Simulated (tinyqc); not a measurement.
# Thermionic emission over a Gaussian spread of barriers: effect of the spread

Metal on an n-type semiconductor with one parabolic valley; V > 0 is forward bias (metal positive). Patches of barrier height b are spread as a Gaussian with mean phi - r2 V and variance sg^2 + r3 V; each carries A* T^2 exp(-b/Vt) [exp(V/Vt) - 1].

A* = 4 pi q me m0 kB^2/h^3 (times 1e-4 for A/(cm^2 K^2)). At zero bias the mean of exp(-b/Vt) gives phi_ap(0) = phi - sg^2/(2 Vt), J0 = A* T^2 exp(-phi_ap(0)/Vt), and the current is centred on b = phi - sg^2/Vt.

Parameters, values chosen for the exercise; band and dielectric values close to those of gallium nitride: temperature T = 300 K; electron mass me = 0.199 m0; barrier height seen from the metal phi = 0.68 eV.

Constants: q = 1.602176634e-19 C, kB = 1.380649e-23 J/K, h = 6.62607015e-34 J s, m0 = 9.1093837015e-31 kg, Vt = kB T/q. Results are converted to the units shown.

Effect of the spread:

| sg (eV) | phi_ap(0) (eV) | J0 (A/cm^2) | barrier that carries most current (eV) |
|---|---|---|---|
| 0.02 | 0.6723 | 1.095e-5 | 0.6645 |
| 0.036 | 0.6549 | 2.140e-5 | 0.6299 |
| 0.052 | 0.6277 | 6.137e-5 | 0.5754 |
| 0.068 | 0.5906 | 2.581e-4 | 0.5011 |
| 0.084 | 0.5435 | 0.001592 | 0.4071 |
| 0.1 | 0.4866 | 0.01441 | 0.2932 |
| 0.116 | 0.4197 | 0.1912 | 0.1595 |

The apparent barrier falls from 0.672 to 0.420 eV, by sg^2/(2 Vt), and J0 grows by a factor of 17500 over the table. The lowering equals Vt at sg = sqrt(2) Vt = 0.0366 eV. In 3 of the 7 rows sg exceeds 3 Vt, so the current comes from more than three deviations below the mean, a tiny share of the area that a Gaussian of independent patches describes poorly.

Numbers from tinyqc (`OMP_NUM_THREADS=1 python tinyqc.py 2640113 2640114 out.jsonl`; about 0.01 s on one thread of a shared Intel Xeon 2.30GHz).
